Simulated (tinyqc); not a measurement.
Worked calculation: smearing for a one-band metal on the fcc lattice. Values are carried at full precision from step to step, so a last printed digit may differ when a step is redone from the rounded ones.

Lattice vectors (units of a): a1 = (0, 1/2, 1/2), a2 = (1/2, 0, 1/2), a3 = (1/2, 1/2, 0). E(k) = -t A_1(k) - t2 A_2(k), A_m the sum of cos(k . R) over the 12 nearest and 6 second lattice vectors. Mesh k = sum (j_i/N) b_i, j_i = 0 .. N-1.

Inputs chosen for the exercise: t = 1.22 eV (nearest hopping); t2 = 0.18 eV (second hopping); N = 4 (unshifted mesh); ne = 1.64 (electrons per cell); sigma = 0.122 eV (width).

## Levels on the mesh

Evaluate the band and collect equal energies with their counts.

Distinct levels:

| E_k (eV) | points |
|---|---|
| -15.7200 | 1 |
| -7.3200 | 8 |
| -5.2400 | 6 |
| 0.3600 | 12 |
| 1.0800 | 4 |
| 2.4400 | 24 |
| 3.8000 | 3 |
| 4.5200 | 6 |

8 distinct levels; the mean spacing is 2.891 eV.

## Fermi level with Methfessel-Paxton (first order) smearing

With x = (E_k - mu)/sigma: Methfessel-Paxton (first order) f = erfc(x)/2 - x exp(-x^2)/(2 sqrt(pi)), s = (1 - 2 x^2) exp(-x^2)/(4 sqrt(pi)). With weights w = points/N^d (d the dimension), mu solves 2 sum w f = ne; E = 2 sum w f E_k, S = 2 sum w s, F = E - sigma S.

Weights w = points/total. Bisection from the lowest and highest level; ten steps are shown.

Bisection:

| step | low (eV) | high (eV) | mu (eV) | electrons |
|---|---|---|---|---|
| 1 | -15.7200 | 4.5200 | -5.6000 | 0.2812 |
| 2 | -5.6000 | 4.5200 | -0.5400 | 0.4688 |
| 3 | -0.5400 | 4.5200 | 1.9900 | 0.9687 |
| 4 | 1.9900 | 4.5200 | 3.2550 | 1.7187 |
| 5 | 1.9900 | 3.2550 | 2.6225 | 1.7396 |
| 6 | 1.9900 | 2.6225 | 2.3062 | 0.9444 |
| 7 | 2.3062 | 2.6225 | 2.4644 | 1.4678 |
| 8 | 2.4644 | 2.6225 | 2.5434 | 1.7197 |
| 9 | 2.4644 | 2.5434 | 2.5039 | 1.6309 |
| 10 | 2.5039 | 2.5434 | 2.5237 | 1.6849 |

## Occupations and energies

Converge mu, then list x, f and s of each level and form the sums.

mu = 2.5068 eV

x, f and s of each level:

| E_k (eV) | x | f | s |
|---|---|---|---|
| -15.7200 | -149.40 | 1.0000 | 0.0000 |
| -7.3200 | -80.55 | 1.0000 | 0.0000 |
| -5.2400 | -63.50 | 1.0000 | 0.0000 |
| 0.3600 | -17.60 | 1.0000 | 0.0000 |
| 1.0800 | -11.69 | 1.0000 | 0.0000 |
| 2.4400 | -0.55 | 0.8950 | 0.0419 |
| 3.8000 | 10.60 | 0.0000 | 0.0000 |
| 4.5200 | 16.50 | 0.0000 | 0.0000 |

E = -1.3959 eV
S = 0.0314
F = -1.3997 eV
(E + F)/2 = -1.3978 eV

Levels with f between 0.001 and 0.999: 1. For this scheme F itself has no term in sigma^2, so F is the estimate of the energy at zero width. That argument needs a smooth density of states, and the number of distinct levels within 2 sigma of mu is only 1, so it may fail on this mesh.

## Checks

- The slope dF/d sigma by finite differences against -S: both -0.031419.
- The slope dF/d ne by finite differences against mu (eV): both 2.5068.

Computed by tinyqc, a small Python program: `OMP_NUM_THREADS=1 python tinyqc.py 1651282 1651283 out.jsonl` (the numbers bound the seed that draws the inputs); one thread of a shared host (Intel(R) Xeon(R) Processor @ 2.30GHz), about 0.3 s for the whole set of steps.
